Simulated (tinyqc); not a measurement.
Inside a calculation. Method: lattice vibrations of a chain. One step of it, computed by the program tinyqc.

Problem. Frequencies. omega^2 are the eigenvalues; wavenumber = 521.4708 sqrt(eigenvalue) 1/cm.

D(q) (eV/(angstrom^2 u)):
```
                     1                    2
1             0.591667  -0.956734+0.326181i
2  -0.956734-0.326181i             5.358491
```

Give: eigenvalues; wavenumbers; weights |e|^2 of the mass-weighted modes.

Solution.

eigenvalues: 0.386  5.564

wavenumbers (1/cm): 324.1  1230.0

weights |e|^2 of the mass-weighted modes:
```
        mode 1  mode 2
atom 1   0.960   0.040
atom 2   0.040   0.960
```
